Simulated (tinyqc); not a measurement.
Shallow acceptor in the spherical model (Baldereschi-Lipari), strong spin-orbit limit: one step, computed by the program tinyqc.

The 1S(3/2) state has an s envelope f(r) and a d envelope g(r). In effective units they obey -(f'' + 2f'/r + 2f/r) + mu (g'' + 5g'/r + 3g/r^2) = E f and -(g'' + 2g'/r - 6g/r^2 + 2g/r) + mu (f'' - f'/r) = E g. The cubic term, the split-off band and the central cell are left out.

Problem. Matrices in a small basis. zeta_i = zeta_1 beta^(i-1), i = 1..n, in both channels. Basis: f_i = exp(-zeta_i r), g_i = r exp(-zeta_i r), weight r^2 dr, s = zeta_i + zeta_j. S_ff = 2/s^3, H_ff = zeta_i zeta_j S_ff - 2/s^2; S_gg = 24/s^5, H_gg = 8/s^3 + 24 zeta_i zeta_j/s^5 - 12/s^4; H(f_i, g_j) = mu (6 zeta_i^2/s^4 + 2 zeta_i/s^3); S_fg = 0. Each function is normalised by sqrt(S_ii).

Inputs (values chosen for the exercise, for a model semiconductor): functions per channel n = 3; smallest exponent zeta_1 = 0.83 1/a*; ratio beta of exponents = 2.2.

mu = 0.4990335

Give: H; S.

Solution.

H (Ry*), lower triangle (symmetric):
```
         f1         f2     f3      g1     g2     g3
f1  -0.9711
f2  -0.9085  -0.317724
f3  -0.6470      1.189  8.103
g1   0.4962      1.065  1.432  0.7774
g2   0.6740      2.402  5.156   1.738  5.954
g3   0.6219      3.262  11.62   2.122  10.81  33.64
```

S, lower triangle (symmetric):
```
       f1     f2     f3     g1     g2     g3
f1  1.000
f2  0.797  1.000
f3  0.428  0.797  1.000
g1  0.000  0.000  0.000  1.000
g2  0.000  0.000  0.000  0.685  1.000
g3  0.000  0.000  0.000  0.243  0.685  1.000
```

Caution: gamma_3 and gamma_2 differ by more than 0.17 gamma_1: band warping, left out here, adds several per cent to the binding.
